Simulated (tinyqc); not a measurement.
# The energy-gap law

Model: non-radiative capture by multiphonon emission, one effective mode. Computed by tinyqc, a small Python program. Command: `OMP_NUM_THREADS=1 python tinyqc.py 3031917 3031918 out.jsonl capture sweep`. One thread of a shared host (Intel(R) Xeon(R) Processor @ 2.30GHz), about 0.05 s of CPU time with the checks.

The initial state (free carrier plus empty centre) lies dE above the final state; both have the same frequency and are displaced by dQ.

Inputs (values chosen for the exercise, with mass, screening and phonons like those of CdTe):

| quantity | value | unit |
|---|---|---|
| phonon energy hbar omega | 9.62 | meV |
| Huang-Rhys factor S | 8.32 | - |
| electron-phonon coupling W | 0.0062 | eV/(u^(1/2) angstrom) |
| cell volume V | 900 | angstrom^3 |
| degeneracy g | 2 | - |
| broadening b | 7.5 | meV |
| carrier mass m | 0.634 | m_0 |
| dielectric constant eps | 10.6 | - |
| temperature T | 120 | K |
| defect density N_t | 7e+16 | cm^-3 |

Centre: attractive.

Constants: hbar^2/u = 4.18015928e-03 eV angstrom^2; k_B = 8.617333262e-05 eV/K; hbar = 6.582119569e-16 eV s; Ry = 13.605693123 eV; k_B = 1.380649e-23 J/K; m_0 = 9.1093837015e-31 kg.

Method:
- dQ = sqrt(2 S (hbar^2/u)/hbar omega); relaxation energy lambda = S hbar omega; phonons needed P = dE/hbar omega; classical barrier E_b = (dE - lambda)^2/(4 lambda); occupation n = 1/(exp(hbar omega/k_B T) - 1).
- Huang-Rhys weight for a net emission of p phonons: L_p = exp(-S (2n + 1)) ((n + 1)/n)^(p/2) I_p(2 S sqrt(n (n + 1))), I_p the modified Bessel function.
- M_p = sum_m w_m <m_i|Q|(m + p)_f>^2 with Q counted from the final minimum and Boltzmann weights w_m for m = 0..24; <m_i|Q|k_f> = sqrt((hbar^2/u)/(2 hbar omega)) [sqrt(k) <m|k-1> + sqrt(k+1) <m|k+1>], with overlaps of oscillators displaced by d = sqrt(2 S) summed on 1500 points from -16 to 16 + d.
- The delta function is a Gaussian of standard deviation b at dE - p hbar omega.
- C_0 = V (2 pi/hbar) g W^2 sum_p M_p Gaussian_p. The sum runs over the seven p from round(P) - 3 to round(P) + 3; 1 angstrom^3 = 1e-24 cm^3.
- Sommerfeld factor of an attractive centre: s(k) = 2 pi nu/(1 - exp(-2 pi nu)), nu = sqrt(Ry*/E), Ry* = Ry m/eps^2, averaged over (2/sqrt(pi)) sqrt(x) exp(-x) dx with x = E/k_B T = t^2 (trapezoid, t to 6 in steps of 0.01).
- C = s C_0; v = sqrt(3 k_B T/m); sigma = C/v; tau = 1/(C N_t).

One run for each value:

| energy released dE (eV) | capture coefficient C (cm^3/s) | classical barrier E_b (eV) | P |
|---|---|---|---|
| 0.0580 | 5.8171e-07 | 1.5171e-03 | 6.029 |
| 0.0740 | 8.0082e-07 | 1.1389e-04 | 7.692 |
| 0.1060 | 9.3622e-07 | 2.1053e-03 | 11.019 |
| 0.1220 | 8.0901e-07 | 5.4998e-03 | 12.682 |
| 0.1380 | 6.0860e-07 | 1.0494e-02 | 14.345 |
| 0.1540 | 4.0152e-07 | 1.7087e-02 | 16.008 |
| 0.1700 | 2.3392e-07 | 2.5279e-02 | 17.672 |
| 0.1860 | 1.2113e-07 | 3.5070e-02 | 19.335 |

Give the missing row, energy released dE (eV) = 0.0899.

Computed row:
```
energy released dE (eV)  capture coefficient C (cm^3/s)  classical barrier E_b (eV)      P
0.0899                                       9.3519e-07                  3.0376e-04  9.345
```

Interpolating between the two neighbouring rows (linearly) misses most in classical barrier E_b (eV), by a factor of 3.6. Over the rows, capture coefficient C (cm^3/s) goes from 5.82e-7 through a maximum among these rows, 9.36e-7 at 0.106, to 1.21e-7; classical barrier E_b (eV) goes from 0.00152 through a minimum among these rows, 1.14e-4 at 0.0740, to 0.0351; P rises from 6.03 to 19.3 (exponent d ln y / d ln x about 1.0 throughout). ln C changes by -0.40 for each added phonon at the high end; the slope is still steepening, and becomes nearly constant only for P well above S. The maximum lies somewhat above dE = S hbar omega, where the barrier vanishes, because the matrix element of Q grows with dE.

Caution (all rows): the effective Bohr radius is under 10 angstrom, so the effective-mass Sommerfeld factor is rough. Caution (rows 0.0899, 0.106): so large a cross-section lies beyond first-order perturbation theory; cascade capture or carrier supply would limit it. Caution (rows 0.170): the largest term is not the one nearest energy conservation, so C_0 depends strongly on the broadening b.

Extremes, crossings and ranges named in words are read from the listed rows.
